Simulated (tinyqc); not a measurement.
Length of a molecular wire: coherent transport through a tight-binding bridge. Computed by the program tinyqc. Command: `OMP_NUM_THREADS=1 python tinyqc.py 110148 110149 out.jsonl`; one thread of a shared host (Intel(R) Xeon(R) Processor @ 2.60GHz), about 0.7 s.

A uniform bridge between two chains:
```
parameter                       value
site energy (eV)             0.090000
hopping in the bridge (eV)   1.040000
lead hopping (eV)            1.720000
couplings (eV)              0.55, 0.5
E (eV)                       0.090000
```

T = Gamma_L Gamma_R |G_1n|^2 with the self-energies of semi-infinite chains.

Transmission against length:
```
sites           T    ln T
2      9.0166e-02  -2.406
3      9.9029e-01  -0.010
4      9.0166e-02  -2.406
5      9.9029e-01  -0.010
6      9.0166e-02  -2.406
7      9.9029e-01  -0.010
8      9.0166e-02  -2.406
9      9.9029e-01  -0.010
10     9.0166e-02  -2.406
```

E lies inside the band of the bridge (|E - e|/2h = 0.000 < 1): T does not decay but oscillates with length, between 0.090 and 0.990 here, as levels of the bridge pass E.
